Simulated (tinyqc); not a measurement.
Inside a calculation. Method: CCD on RHF in the sto-6g basis, for H3+, spin multiplicity 1. One step of it, computed by the program tinyqc.

Problem. Integrals over molecular orbitals. (pq|rs) = sum C_ip C_jq C_kr C_ls (ij|kl), one index at a time.

coefficients C:
```
            MO1        MO2        MO3
1H 1s  0.423877  -0.530184  -0.989062
2H 1s  0.424018  -0.525325   0.991800
3H 1s  0.400798   1.097831  -0.003069
```

core Hamiltonian H = T + V (hartree):
```
           1H 1s      2H 1s      3H 1s
1H 1s  -1.454926  -0.923868  -0.843273
2H 1s  -0.923868  -1.455109  -0.843741
3H 1s  -0.843273  -0.843741  -1.423028
```

Two-electron integrals (ij|kl) in chemists' order, unique and non-zero (hartree):
```
(11|11) 0.774999   (21|11) 0.304424   (21|21) 0.153434   (22|11) 0.474463
(22|21) 0.304424   (22|22) 0.774999   (31|11) 0.270875   (31|21) 0.123124
(31|22) 0.217828   (31|31) 0.124915   (32|11) 0.217906   (32|21) 0.123190
(32|22) 0.271070   (32|31) 0.112896   (32|32) 0.125073   (33|11) 0.450380
(33|21) 0.231056   (33|22) 0.450521   (33|31) 0.270875   (33|32) 0.271070
(33|33) 0.774999
```

Give: one-electron integrals over orbitals h = C^T H C; Two-electron integrals over orbitals.

Solution.

one-electron integrals over orbitals h = C^T H C (hartree):
```
         1        2        3
1  -1.6570   0.0100  -0.0001
2   0.0100  -1.0854   0.0000
3  -0.0001   0.0000  -1.0421
```

Two-electron integrals over orbitals (pq|rs), unique and non-zero (hartree):
```
(11|11) 0.5717      (21|11) -0.0100     (21|21) 0.1441      (22|11) 0.5507
(22|21) 0.0995      (22|22) 0.6473      (31|11) 7.78e-05    (31|21) 2.44e-06
(31|22) -0.0007     (31|31) 0.1452      (32|11) 4.06e-06    (32|21) -0.0008
(32|22) -8.93e-05   (32|31) -0.0950     (32|32) 0.0721      (33|11) 0.5632
(33|21) -0.1036     (33|22) 0.4825      (33|31) 0.0008      (33|32) 8.73e-05
(33|33) 0.6517
```
